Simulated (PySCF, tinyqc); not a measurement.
RHF in the 6-311g basis, for H2, spin multiplicity 1, step by step. The lowest restricted solution is unstable here: a spin-polarised one lies 0.0055 hartree lower (PySCF). One step of it, computed by the program tinyqc.

Problem. Orthogonalisation. S = U s U^T; symmetric (Loewdin) form X = U s^(-1/2) U^T, so that X^T S X = 1.

overlap S, order 1H 1s, 1H 2s, 1H 3s, 2H 1s, 2H 2s, 2H 3s:
$$\begin{pmatrix}
1.000000 & 0.706377 & 0.373664 & 0.019266 & 0.138031 & 0.205233 \\
0.706377 & 1.000000 & 0.788963 & 0.138031 & 0.357313 & 0.481690 \\
0.373664 & 0.788963 & 1.000000 & 0.205233 & 0.481690 & 0.722889 \\
0.019266 & 0.138031 & 0.205233 & 1.000000 & 0.706377 & 0.373664 \\
0.138031 & 0.357313 & 0.481690 & 0.706377 & 1.000000 & 0.788963 \\
0.205233 & 0.481690 & 0.722889 & 0.373664 & 0.788963 & 1.000000
\end{pmatrix}$$

Give: eigenvalues of S; X.

Solution.

eigenvalues of S: [0.064, 0.129, 0.347, 0.706, 1.490, 3.265]

X, order 1H 1s, 1H 2s, 1H 3s, 2H 1s, 2H 2s, 2H 3s:
$$\begin{pmatrix}
1.372 & -0.743 & 0.203 & 0.016 & 0.043 & -0.057 \\
-0.743 & 2.105 & -1.003 & 0.043 & -0.207 & 0.171 \\
0.203 & -1.003 & 2.020 & -0.057 & 0.171 & -0.777 \\
0.016 & 0.043 & -0.057 & 1.372 & -0.743 & 0.203 \\
0.043 & -0.207 & 0.171 & -0.743 & 2.105 & -1.003 \\
-0.057 & 0.171 & -0.777 & 0.203 & -1.003 & 2.020
\end{pmatrix}$$
